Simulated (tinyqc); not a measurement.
Donor binding, ionisation and the Mott limit: two steps of the calculation.

Hydrogenic donor: Ry = (m0 q^3/(8 eps0^2 h^2)) me/eps_r^2 in eV, E0 = cc Ry, radius a = q/(8 pi eps0 eps_r E0), Mott density Nm = (0.26/a)^3. Below Nm the level sinks as Ed = E0 [1 - (N/Nm)^(1/3)]. Neutrality: Nc F12(eta) = N/(1 + 2 exp(eta + Ed/kB T)), F12(x) = (2/sqrt(pi)) int_0^infinity sqrt(u)/(1 + exp(u - x)) du.

Inputs (values chosen for the exercise); band and dielectric values close to those of gallium phosphide:
- T = 200 K (temperature)
- eps_r = 11 (relative permittivity)
- me = 0.295 m0 (mass in the hydrogenic formula, set independently of Nc)
- Nc = 9.69e18 cm^-3 (conduction-band density of states at 200 K)
- cc = 2.1 (ratio of the true binding energy to the hydrogenic one)
- N = 1.1e19 cm^-3 (donor density)

Constants: q = 1.602176634e-19 C, kB = 1.380649e-23 J/K, eps0 = 8.8541878128e-12 F/m, h = 6.62607015e-34 J s, m0 = 9.1093837015e-31 kg, Vt = kB T/q. Results are converted to the units shown.

Task 1. Binding energy, radius and Mott density. The mean spacing of the donors is N^(-1/3).

Find: Ry; E0; a; Nm; spacing over a; Ed.

Result 1.

Ry = 33.17 meV
E0 = 69.66 meV
a = 0.9396 nm
Nm = 2.119e19 cm^-3
spacing over a = 4.785
Ed = 13.67 meV

Task 2. Ionisation. Solve the neutrality equation for eta. Boltzmann form: with k = (Nc/2) exp(-Ed/kB T) the ionised share is [-k + sqrt(k^2 + 4 k N)]/(2 N).

Ed = 13.671968 meV

Wanted: eta; ionised share; n; ionised share, Boltzmann form.

Result 2.

eta = -0.8192
ionised share = 33.91 %
n = 3.730e18 cm^-3
ionised share, Boltzmann form = 35.77 %

With the level held at E0 the share would be 8.29 %.

Range of the model: A sharp level with degeneracy 2 overstates freeze-out near Nm, where the impurity band broadens and merges with the conduction band.

Computed by the program tinyqc: `OMP_NUM_THREADS=1 python tinyqc.py 2330025 2330026 out.jsonl`, one thread of a shared Intel Xeon 2.30GHz, about 0.02 s for the whole run.
